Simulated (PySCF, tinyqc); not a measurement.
Ways to converge the cycle: SCF convergence aids in the sto-3g basis, for H4, spin multiplicity 1. Computed by the program tinyqc with PySCF. RHF with one setting changed at a time; a run stops when the energy changes by less than 1e-09 hartree and the error matrix is below 1e-5. The start is the core Hamiltonian. Damping d keeps d of the old density; a shift (hartree) raises the virtual levels; DIIS n extrapolates F over n matrices.

Geometry (angstrom):

| atom | x | y | z |
|---|---|---|---|
| H | 0.0000 | 0.0000 | 0.0000 |
| H | 0.0000 | 0.0000 | 1.4920 |
| H | 0.0000 | 0.0000 | 3.4370 |
| H | 0.0000 | 0.0000 | 4.9300 |

lowest restricted solution found by these runs and by PySCF = -1.827661 hartree

Largest element of the error matrix X^T (FDS - SDF) X:

| iteration | plain | damping 0.3 | damping 0.6 | shift 0.4 | DIIS 3 | DIIS 8 |
|---|---|---|---|---|---|---|
| 1 | 3.9e-01 | 3.9e-01 | 3.9e-01 | 3.9e-01 | 3.9e-01 | 3.9e-01 |
| 2 | 1.5e-01 | 2.3e-02 | 1.9e-01 | 1.0e-01 | 1.5e-01 | 1.5e-01 |
| 3 | 4.9e-02 | 1.6e-03 | 8.8e-02 | 2.2e-02 | 3.7e-03 | 3.7e-03 |
| 4 | 1.6e-02 | 5.5e-04 | 4.2e-02 | 4.8e-03 | 5.0e-04 | 5.0e-04 |
| 5 | 5.2e-03 | 3.9e-04 | 2.0e-02 | 2.6e-03 | 1.1e-05 | 3.6e-05 |
| 6 | 1.7e-03 | 2.3e-04 | 9.4e-03 | 1.6e-03 | 6.7e-08 | 1.4e-05 |
| 8 | 1.7e-04 | 7.2e-05 | 2.1e-03 | 5.6e-04 | - | - |
| 10 | 1.8e-05 | 2.1e-05 | 4.6e-04 | 2.0e-04 | - | - |
| 14 | - | 1.6e-06 | 1.3e-04 | 2.5e-05 | - | - |
| 20 | - | - | 2.1e-05 | - | - | - |
| 30 | - | - | 9.4e-07 | - | - | - |

How each run ends:

| run | iterations | E (hartree) | state |
|---|---|---|---|
| plain | 11 | -1.82766 | lowest found |
| damping 0.3 | 18 | -1.82766 | lowest found |
| damping 0.6 | 38 | -1.82766 | lowest found |
| shift 0.4 | 16 | -1.82766 | lowest found |
| DIIS 3 | 6 | -1.82766 | lowest found |
| DIIS 8 | 7 | -1.82766 | lowest found |

What does the comparison show, and why?

6 of 6 runs reach the lowest restricted solution found, in 6 to 38 iterations (fastest: DIIS 3). Plain steps already contract here, so damping only slows them. DIIS 3 and DIIS 8 gain by cancelling the error over several earlier matrices, much as a quasi-Newton step does. The restricted reference is unstable here: a spin-polarised solution lies 0.0927 hartree lower (PySCF), so results built on it describe a poor reference.
